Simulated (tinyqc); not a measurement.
Kissinger analysis: growth of a silicide layer between metal and silicon: linear-parabolic kinetics, ramp anneals and Kissinger analysis. Computed by tinyqc, a small Python program. Command: `OMP_NUM_THREADS=1 python tinyqc.py 3008977 3008978 out.jsonl silicide walk`. One thread of a shared host (Intel(R) Xeon(R) Processor @ 2.30GHz), about 0.08 s of CPU time with the checks.

One compound layer of thickness x grows by diffusion through itself and reaction at an interface, dx/dt = 1/(2x/K + 1/v), until the metal is used up at x = a h.

Inputs (values chosen for the exercise, modelled on Ni2Si):
```
quantity                                 value    unit
metal thickness h                           28      nm
silicide formed per metal thickness a     1.47       -
prefactor of the parabolic constant K  4.2e+14  nm^2/s
activation energy E of K                  1.48      eV
prefactor of the interface velocity v  2.4e+14    nm/s
activation energy E_v                     1.63      eV
```

Constants: k_B = 8.617333262e-05 eV/K.

Method:
- The silicide ends at the thickness a h.
- K = K0 exp(-E/(k_B T)), v = v0 exp(-E_v/(k_B T)).
- Temperatures in kelvin are T(C) + 273.15.
- Ramp from x = 0 at 100 C at the rate beta: dx/dT = (1/beta)/(2x/K + 1/v), integrated adaptively (tolerance 1e-9) until x = a h at T_f.
- Plot ln(beta/T_f^2) against 1/(k_B T_f), T_f in kelvin; minus the least-squares slope estimates the activation energy.

final thickness = 41.16 nm

Ramps:
```
beta (C/s)  T_f (C)  1/(k_B T_f) (1/eV)  ln(beta/T_f^2)
0.03         268.06              21.442         -16.094
0.1          287.12              20.712         -14.959
0.3          305.73              20.046         -13.926
1            327.61              19.316         -12.796
3            349.07              18.650         -11.768
10           374.42              17.920         -10.644
30           399.42              17.254          -9.621
```

Kissinger energy = 1.5456 eV

A thousandfold faster ramp raises the completion temperature by only 131 C. The fit gives 1.546 eV, against E = 1.48 eV for diffusion and E_v = 1.63 eV for the interface: it lies 44 % of the way from E to E_v, as both steps resist. Caution: nucleation and competing phases are left out; disilicides such as CoSi2 and the low-resistance form of TiSi2 start by nucleation and follow this law at best in part.

Extremes, crossings and ranges named in words are read from the listed rows.
